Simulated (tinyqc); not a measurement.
# Worked calculation: gate-all-around wire, scale length and short-channel effects

Program tinyqc, `OMP_NUM_THREADS=1 python tinyqc.py 2420082 2420083 out.jsonl`; Intel Xeon 2.30GHz, shared host, one thread, about 0.01 s. Printed values are rounded.

A round wire of diameter ts in an insulator shell of thickness ti under a surrounding gate. Below threshold the potential that source and drain add obeys Laplace's equation and vanishes on the gate. Its lowest mode decays along the channel as exp(-k y); k is the smallest positive root of the matching condition at the interface, and the scale length is Lambda = pi/k.

Inputs (values chosen for the exercise); permittivities: semiconductor close to that of silicon, insulator close to that of aluminium oxide:

| symbol | value | unit | meaning |
|---|---|---|---|
| T | 300 | K | temperature |
| eps_r | 11.7 |  | relative permittivity of the semiconductor |
| ei | 9.13 |  | relative permittivity of the insulator |
| ti | 3.2 | nm | insulator thickness |
| ts | 13 | nm | wire diameter |
| L | 33 | nm | channel length |
| Vbi | 1.03 | V | potential of the source |
| sT | 0.63 | V | potential of the barrier top at threshold |
| VTL | 0.36 | V | long-channel threshold |
| m | 1 |  | long-channel body factor |
| Vds | 0.8 | V | drain voltage |

Constants: q = 1.602176634e-19 C, kB = 1.380649e-23 J/K, Vt = kB T/q. Results are converted to the units shown.

## Scan of the matching condition

| point | k (1/nm) |
|---|---|
| 0 | 0.03875 |
| 1 | 0.0775 |
| 2 | 0.11625 |
| 3 | 0.155 |
| 4 | 0.19375 |
| 5 | 0.2325 |
| 6 | 0.27125 |
| 7 | 0.31 |

f(k) = ei J0(u)[J1(u) Y0(v) - Y1(u) J0(v)] - eps_r J1(u)[J0(u) Y0(v) - Y0(u) J0(v)], u = k ts/2, v = u + k ti.

| point | f(k) |
|---|---|
| 0 | 22.18676 |
| 1 | 9.80653 |
| 2 | 5.20957 |
| 3 | 2.66345 |
| 4 | 1.04128 |
| 5 | -0.02628 |
| 6 | -0.70117 |
| 7 | -1.07500 |

The first change of sign lies between k = 0.19375 and 0.2325 1/nm.

## Iteration 1: decay constant by Newton steps

k at the start = 0.1937500 1/nm

f(k) = ei J0(u)[J1(u) Y0(v) - Y1(u) J0(v)] - eps_r J1(u)[J0(u) Y0(v) - Y0(u) J0(v)], u = k ts/2, v = u + k ti; f' by a central difference with +/- 1e-5 1/nm; k(new) = k - f/f'.

f = 1.041279
f' = -33.75306 nm
k after iteration 1 = 0.2245999 1/nm

## Iteration 2: decay constant by Newton steps

As before.

f = 0.1557049
f' = -24.09684 nm
k after iteration 2 = 0.2310615 1/nm

## Course of the iteration: decay constant by Newton steps

Stop when k changes by less than 1e-10 1/nm, or after 30 iterations.

Course of the iteration:

| iteration | k (1/nm) | \|change\| (1/nm) |
|---|---|---|
| 1 | 0.2245999 | 0.0308 |
| 2 | 0.2310615 | 6.46e-3 |
| 3 | 0.2313130 | 2.52e-4 |
| 4 | 0.2313134 | 3.70e-7 |
| 5 | 0.2313134 | 7.98e-13 |

Converged in 5 iterations. At the end the number of correct digits about doubles with each step.

## Scale length against simple estimates

k = 0.2313134 1/nm

Lambda = pi/k and l = 1/k. A parabolic potential across the structure gives l(parabolic) = sqrt([2 eps_r ts^2 ln(1 + 2 ti/ts) + ei ts^2]/(16 ei)).

Lambda = 13.58154 nm
l = 4.323139 nm
l(parabolic) = 4.625997 nm

The parabolic estimate is 7.0 % above l.

## Threshold shift, barrier position and swing

Along the channel psi(y) = s + a exp(y/l) + b exp(-y/l) with psi(0) = Vbi, psi(L) = Vbi + Vds and l = 1/k = Lambda/pi; with A = Vbi - s, B = A + Vds, x = exp(-L/l): a = (B - A x) x/(1 - x^2), b = (A - B x)/(1 - x^2). The minimum is s + 2 sqrt(a b), at y = (l/2) ln(b/a). The long-channel potential follows the gate as s = sT + (Vg - VTL)/m, and the threshold VT is the gate voltage at which the minimum equals sT. Swing = m Vt ln 10/g at threshold, g = d(minimum)/ds = 1 - (b x + a)/((1 + x) sqrt(a b)).

s at threshold = 0.5979199 V
a = 5.962751e-4 V
b = 0.4314838 V
position of the minimum = 14.23238 nm
VT = 0.3279199 V
swing = 62.67066 mV/decade

The threshold lies 32.1 mV below the long-channel value, and the barrier top sits at 0.43 L from the source.
